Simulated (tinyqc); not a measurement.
Thin-film transistor with exponential tail and deep states, accumulation layer: effect of the temperature.

An undoped film in accumulation, thicker than the space-charge layer. With band bending psi the Fermi level lies E0 - psi below the band edge. Free electrons n = n0 exp(psi/Vt) carry the current; electrons in two exponential distributions of traps, a = a0 exp(psi/Va) and d = d0 exp(psi/Vp), do not. Linear regime, ohmic contacts, traps in equilibrium.

Va = kB Tt/q, Vp = kB Td/q; n0 = Nc exp(-E0/Vt), a0 = Nt th(T/Tt) exp(-E0/Va), d0 = Nd th(T/Td) exp(-E0/Vp), th(x) = pi x/sin(pi x). G(psi) = sum over the three kinds of c0 [V (exp(psi/V) - 1) - psi], field F = sqrt(2 q G/(eps0 eps_r)); Vg = psi + eps0 eps_r F/Ci at the surface. Total charge Q = Ci (Vg - psi_s); free charge Qf = q times the integral of n0 (exp(psi/Vt) - 1)/F over psi from 0 to psi_s; I = (W/L) mb Qf Vd; effective mobility mb Qf/Q. Nc, E0 and mb are held fixed.

Inputs (values chosen for the exercise); values close to those of amorphous silicon: relative permittivity of the semiconductor eps_r = 11.8; density of extended states Nc = 4.4e19 cm^-3; band mobility mb = 7.3 cm^2/(V s); total density of tail states Nt = 6.3e19 cm^-3; characteristic temperature of the tail Tt = 340 K; total density of deep states Nd = 5.4e17 cm^-3; characteristic temperature of the deep states Td = 1200 K; bulk Fermi level below the band edge E0 = 0.43 eV; gate capacitance Ci = 100 nF/cm^2; ratio W/L WL = 2; drain voltage Vd = 0.2 V; gate voltage above flat band Vg = 4 V.

Constants: q = 1.602176634e-19 C, kB = 1.380649e-23 J/K, Vt = kB T/q, eps0 = 8.8541878128e-14 F/cm where lengths are in cm. Results are converted to the units shown.

Effect of the temperature:

| T (K) | E0 - psi_s (eV) | Q (nC/cm^2) | free share (%) | effective mobility (cm^2/(V s)) | I (nA) |
|---|---|---|---|---|---|
| 160 | 0.05969 | 363.0 | 1.304 | 0.09519 | 13.82 |
| 180 | 0.06329 | 363.3 | 1.945 | 0.1420 | 20.64 |
| 200 | 0.06753 | 363.8 | 2.631 | 0.1921 | 27.95 |
| 220 | 0.07250 | 364.3 | 3.291 | 0.2402 | 35.00 |
| 240 | 0.07839 | 364.8 | 3.846 | 0.2807 | 40.97 |
| 260 | 0.08554 | 365.6 | 4.201 | 0.3067 | 44.85 |
| 280 | 0.09457 | 366.5 | 4.240 | 0.3095 | 45.37 |
| 300 | 0.1070 | 367.7 | 3.795 | 0.2770 | 40.75 |

As T goes from 160 to 300 K, the free share goes from 1.30 through a maximum of 4.24 (at T = 280 K among the rows listed) to 3.80 %, the distance of the Fermi level from the edge rises from 0.0597 to 0.107 eV and the current goes from 13.8 through a maximum of 45.4 (at T = 280 K among the rows listed) to 40.7 nA. The apparent activation energy between the first two rows is 0.0498 eV, against E0 - psi_s = 0.0597 eV there. For T = 280 to 300 K T is close to Tt, where the factor th overstates the trapped charge. For T = 200 to 300 K the th form, which assumes a Fermi level far below the edge, overcounts the filled tail at the surface by more than 15 %.

Program tinyqc, `OMP_NUM_THREADS=1 python tinyqc.py 2610002 2610003 out.jsonl`; Intel Xeon 2.30GHz, shared host, one thread, about 0.02 s.
